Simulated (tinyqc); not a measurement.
Inside a calculation. Method: power iteration on a symmetric matrix. Computed by tinyqc, a small Python program that keeps every step. Settings: method = power, shift = 0.65. Command: `OMP_NUM_THREADS=1 python tinyqc.py 24079 24080 out.jsonl` (the two numbers bound the seeds that draw the settings). One thread of a shared host (Intel(R) Xeon(R) Processor @ 2.60GHz), about 0.01 s of CPU time with the checks.

## Step 1

A:
```
[[0.2570, -0.4810, 0.0110, 0.1110, 0.1140, 0.1540],
 [-0.4810, 0.9360, 0.1130, -0.1730, -0.3300, -0.1970],
 [0.0110, 0.1130, 1.2930, -0.1900, -0.8270, 0.2290],
 [0.1110, -0.1730, -0.1900, 2.3400, -1.1730, 0.4120],
 [0.1140, -0.3300, -0.8270, -1.1730, 2.4770, -0.0150],
 [0.1540, -0.1970, 0.2290, 0.4120, -0.0150, 2.5630]]
```

vector v at the start: [0.4082, 0.4082, 0.4082, 0.4082, 0.4082, 0.4082]

shift = 0.6500

w = (A - shift) v; v' = w/|w| with its largest component positive (the first on a tie); lambda = v'^T A v'.

vector after step 1: [-0.1744, -0.2819, -0.0076, 0.2440, -0.1456, 0.8996]

Rayleigh quotient after step 1 = 2.6102

## Step 2

As before.

vector after step 2: [0.1604, -0.0768, 0.1097, 0.4475, -0.2210, 0.8410]

Rayleigh quotient after step 2 = 3.1272

## Step 3

As before.

vector after step 3: [0.0505, -0.1005, 0.1385, 0.5369, -0.3867, 0.7283]

Rayleigh quotient after step 3 = 3.4000

## Course of the iteration

Stop when the residual |A v - lambda v| is below 1e-9.

Steps:
```
step    lambda  residual
1     2.610156  1.00e+00
2     3.127160  6.30e-01
3     3.400042  5.39e-01
4     3.586989  4.22e-01
5     3.690326  2.98e-01
6     3.738829  1.98e-01
7     3.759781  1.29e-01
8     3.768503  8.25e-02
9     3.772077  5.27e-02
10    3.773533  3.36e-02
11    3.774124  2.14e-02
12    3.774364  1.36e-02
13    3.774461  8.68e-03
14    3.774501  5.53e-03
15    3.774517  3.52e-03
16    3.774523  2.24e-03
17    3.774526  1.43e-03
18    3.774527  9.08e-04
19    3.774527  5.78e-04
20    3.774527  3.68e-04
21    3.774528  2.34e-04
22    3.774528  1.49e-04
23    3.774528  9.51e-05
24    3.774528  6.05e-05
25    3.774528  3.85e-05
26    3.774528  2.45e-05
27    3.774528  1.56e-05
28    3.774528  9.95e-06
29    3.774528  6.34e-06
30    3.774528  4.03e-06
```

all eigenvalues, for comparison: [0.0041, 0.4218, 1.0647, 1.9614, 2.6395, 3.7745]

Not converged in 30 steps: the residual falls only by the ratio of the two largest distances of eigenvalues from the shift, 0.64 a step.
